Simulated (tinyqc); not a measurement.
# Hot electrons in a saturated n-channel MOSFET, lucky-electron model: what changes with what

Beyond pinch-off the lateral field grows as Esat cosh(y/l) over the velocity-saturated region (pseudo-two-dimensional model). Impact ionisation in this region gives the substrate current, which biases the body forward through Rsub. Currents are per width. Local-field laws: they overstate ionisation when the field peak is narrower than an energy relaxation length.

Parameters, values chosen for the exercise; values close to those of silicon n-channel devices: channel length L = 0.8 um; oxide thickness tox = 17 nm; junction depth xj = 320 nm; threshold VT = 0.73 V; effective mobility mu = 340 cm^2/(V s); saturation velocity vs = 7.8e6 cm/s; ionisation prefactor Ai = 2e6 1/cm; ionisation field Bi = 1.64 MV/cm; resistance of the lightly doped drain Rd = 0 ohm um; substrate resistance Rsub = 8100 ohm um; fall of VT per volt of forward body bias kb = 0.34; lifetime exponent m = 2.9; lifetime constant Hl = 3900 s uA/um; drain voltage Vd = 3.8 V; gate voltage Vg = 2.2 V.

Constants: eps0 = 8.8541878128e-14 F/cm where lengths are in cm. Results are converted to the units shown.

Each table varies one quantity; the others keep the values above.

## Effect of the channel length

Cox = 3.9 eps0/tox, l = sqrt(3 tox xj), Esat = 2 vs/mu. Overdrive g = Vg - VT + kb Vb; Vdsat = g Esat L/(g + Esat L); Id = Cox vs (g - Vdsat); dV = Vd - Id Rd - Vdsat; Em = sqrt((dV/l)^2 + Esat^2); Isub = Id (Ai/Bi) l Em exp(-Bi/Em). Vb = Rsub Isub is solved self-consistently. Lifetime tau = (Hl/Id)(Isub/Id)^(-m); 1 year = 3.15576e7 s.

Effect of the channel length:

| L (um) | Id (uA/um) | Em (MV/cm) | Isub (uA/um) | Isub/Id | tau (years) |
|---|---|---|---|---|---|
| 0.4 | 103.70 | 0.23800 | 0.39112 | 0.0037717 | 12.712 |
| 0.57 | 83.864 | 0.22843 | 0.22743 | 0.0027119 | 40.915 |
| 0.8 | 66.629 | 0.22011 | 0.13276 | 0.0019925 | 125.91 |
| 1.1 | 52.548 | 0.21333 | 0.080054 | 0.0015234 | 347.71 |
| 1.6 | 38.862 | 0.20673 | 0.044903 | 0.0011554 | 1048.2 |
| 2.3 | 28.479 | 0.20174 | 0.026385 | 9.2646e-4 | 2714.2 |
| 3.2 | 21.197 | 0.19824 | 0.016718 | 7.8868e-4 | 5816.5 |

Read the table: what changes, and by how much?

As L goes from 0.4 to 3.2 um, Em falls from 0.238 to 0.198 MV/cm, Isub falls from 0.391 to 0.0167 uA/um and tau rises from 12.7 to 5820 years. From the first row to the last, log10(tau) changes by 2.7: 2.0 from (Isub/Id)^(-m), which holds Em and l, and 0.69 from 1/Id. At L = 0.4 um the saturated region takes over 60 % of L, so using the full L in Vdsat is rough. For L = 1.6 to 3.2 um tau is a far extrapolation that only says that hot carriers are no limit.

## Effect of the drain voltage

Same model as above.

Effect of the drain voltage:

| Vd (V) | Id (uA/um) | Em (MV/cm) | Isub (uA/um) | Isub/Id | tau (years) |
|---|---|---|---|---|---|
| 2.4 | 66.60 | 0.1152 | 7.882e-5 | 1.184e-6 | 2.859e11 |
| 2.67 | 66.60 | 0.1349 | 7.337e-4 | 1.102e-5 | 4.432e8 |
| 2.94 | 66.60 | 0.1549 | 0.004062 | 6.099e-5 | 3.099e6 |
| 3.21 | 66.60 | 0.1752 | 0.01566 | 2.351e-4 | 6.190e4 |
| 3.49 | 66.61 | 0.1965 | 0.04829 | 7.250e-4 | 2363 |
| 3.76 | 66.63 | 0.2171 | 0.1179 | 0.001769 | 177.8 |
| 4.03 | 66.65 | 0.2377 | 0.2492 | 0.003739 | 20.29 |
| 4.3 | 66.70 | 0.2585 | 0.4717 | 0.007072 | 3.193 |

Read the table: what changes, and by how much?

As Vd goes from 2.4 to 4.3 V, Em rises from 0.115 to 0.258 MV/cm, Isub rises from 7.88e-5 to 0.472 uA/um and tau falls from 2.86e11 to 3.19 years. The slope of ln(tau) against 1/Vd is 154 V between the first two rows and 119 V between the last two; ten years are last met at Vd = 4.03 V among the rows. For Vd = 2.4 to 3.49 V tau is a far extrapolation that only says that hot carriers are no limit.

## Effect of the junction depth

Same model as above.

Effect of the junction depth:

| xj (nm) | Id (uA/um) | Em (MV/cm) | Isub (uA/um) | Isub/Id | tau (years) |
|---|---|---|---|---|---|
| 130 | 66.99 | 0.3406 | 1.836 | 0.02740 | 0.06256 |
| 170 | 66.80 | 0.2988 | 0.9365 | 0.01402 | 0.4382 |
| 240 | 66.67 | 0.2528 | 0.3458 | 0.005186 | 7.851 |
| 320 | 66.63 | 0.2201 | 0.1328 | 0.001992 | 125.9 |
| 430 | 66.61 | 0.1913 | 0.04354 | 6.537e-4 | 3191 |
| 590 | 66.60 | 0.1651 | 0.01126 | 1.690e-4 | 1.612e5 |
| 800 | 66.60 | 0.1437 | 0.002603 | 3.908e-5 | 1.127e7 |

As xj goes from 130 to 800 nm, Em falls from 0.341 to 0.144 MV/cm, Isub falls from 1.84 to 0.00260 uA/um and tau rises from 0.0626 to 1.13e7 years. From the first row to the last, log10(tau) changes by 8.3: 8.3 from (Isub/Id)^(-m), which holds Em and l, and under 0.005 from 1/Id. For xj = 430 to 800 nm tau is a far extrapolation that only says that hot carriers are no limit.

Program tinyqc, `OMP_NUM_THREADS=1 python tinyqc.py 2550164 2550165 out.jsonl`; Intel Xeon 2.30GHz, shared host, one thread, about 0.01 s.
